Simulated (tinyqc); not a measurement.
## Threshold-voltage variability of a planar MOSFET, analytic estimates: a gate of 3 grains

Three independent sources add in quadrature: random dopants in the depleted layer, metal-gate grains of two orientations, and roughness of the two gate edges acting through the roll-off VT = VT(long) - Vr exp(-L/l). These are first-order estimates: no three-dimensional electrostatics, no percolation.

Each of 3 equal grains has the higher work function with probability p; the threshold shift is dW (j/3 - p) for j such grains, and the off current changes by exp(-shift/(n Vt)).

Parameters, values chosen for the exercise; material values close to those of silicon:
- T = 400 K (temperature)
- dW = 0.15 eV (work-function difference of the two grain orientations)
- p = 0.3 (share of the orientation of higher work function)
- n = 1.42 (subthreshold factor)

Constants: q = 1.602176634e-19 C, kB = 1.380649e-23 J/K, Vt = kB T/q. Results are converted to the units shown.

Distribution:
```
j	probability	shift (mV)	Ioff factor	probability x factor
0	0.3430	-45.0	2.508	0.8601
1	0.4410	5.0	0.9029	0.3982
2	0.1890	55.0	0.3251	0.06144
3	0.02700	105.0	0.1170	0.003160
```

What does the comparison show?

The standard deviation is dW sqrt(p (1 - p)/3) = 39.7 mV. The mean off current is 1.32 times the nominal one; the log-normal formula exp(s^2/(2 (n Vt)^2)) gives 1.39. Devices with j = 0, 34 % of all, carry 65 % of the mean leakage.

tinyqc, about 0.01 s, one thread, Intel Xeon 2.30GHz (shared host): `OMP_NUM_THREADS=1 python tinyqc.py 2090022 2090023 out.jsonl`
